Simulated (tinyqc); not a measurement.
Hueckel theory of the pi electrons with the omega technique, for the molecule Bc1cc(Cl)cs1 (SMILES; centres numbered as the heavy atoms are written), step by step. One step of it, computed by the program tinyqc.

Problem. Orbitals, round 1. Diagonalise; E = alpha + x beta with beta < 0, so the largest x are filled first; degenerate levels share their electrons. P = sum n_i c_ri c_si; each orbital has its largest coefficient positive (the first on a tie).

Hueckel matrix in units of beta (H = alpha + beta A), lower triangle:
```
            1B        2C        3C        4C       5Cl        6C        7S
1B   -1.000000
2C    0.700000  0.000000
3C    0.000000  1.000000  0.000000
4C    0.000000  0.000000  1.000000  0.000000
5Cl   0.000000  0.000000  0.000000  0.400000  2.000000
6C    0.000000  0.000000  0.000000  1.000000  0.000000  0.000000
7S    0.000000  0.650000  0.000000  0.000000  0.000000  0.650000  1.000000
```

pi electrons, sum of z_r less the charge = 8

Give: x values; occupations; coefficients; charge and bond-order matrix P.

Solution.

x values: 2.1927  1.8569  0.9676  0.7047  -0.6141  -1.3365  -1.7713

occupations: 2.0000  2.0000  2.0000  2.0000  0.0000  0.0000  0.0000

coefficients:
```
        MO1      MO2      MO3      MO4      MO5      MO6      MO7
1B   0.0463  -0.0960  -0.0266  -0.2415   0.6126   0.5851   0.4605
2C   0.2112  -0.3916  -0.0747  -0.5881   0.3377  -0.2812  -0.5074
3C   0.2687  -0.3224  -0.5190  -0.2443  -0.4254  -0.1726   0.5329
4C   0.3780  -0.2069  -0.4275   0.4159  -0.0764   0.5120  -0.4366
5Cl  0.7844   0.5785   0.1657  -0.1284   0.0117  -0.0614   0.0463
6C   0.2463  -0.2933   0.0391   0.5888   0.4676  -0.4870   0.2219
7S   0.2493  -0.5196   0.7159  -0.0016  -0.3243   0.2137   0.0670
```

charge and bond-order matrix P, lower triangle:
```
          1B       2C       3C       4C      5Cl      6C      7S
1B    0.1408
2C    0.3827   1.0989
3C    0.2324   0.7310   1.0105
4C   -0.1034  -0.1035   0.5771   1.0829
5Cl   0.0149   0.0046  -0.0606   0.1051   1.9879
6C   -0.2073  -0.3645  -0.0068   0.7639  -0.0913  0.9898
7S    0.0855   0.4072  -0.2735  -0.2099   0.0276  0.4818  1.6894
```
